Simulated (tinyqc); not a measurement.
Thermal resistances of a two-die stack.

Question. Heat leaves through the lower die only, and the system is linear. Find the resistance R1 from the lower die to the coolant, R2 between the dies, and the rise of the upper die when both are powered.

Values chosen for this exercise:
```
symbol,value,unit,meaning
P1,28,W,power of the lower die
P2,25,W,power of the upper die
```

rises of the lower and upper die with only the lower one powered (K): [21.28, 21.28]
rises of the lower and upper die with only the upper one powered (K): [19, 29.25]

Answer. With only the lower die powered no heat crosses R2, so both dies rise by P1 R1; the difference in the second test is P2 R2; rises add.

R1 = 0.7600 K/W
R2 = 0.4100 K/W
rise of the upper die = 50.53 K

tinyqc, about 0.02 s, one thread, Intel Xeon 2.30GHz (shared host): `OMP_NUM_THREADS=1 python tinyqc.py 2162117 2162118 out.jsonl`
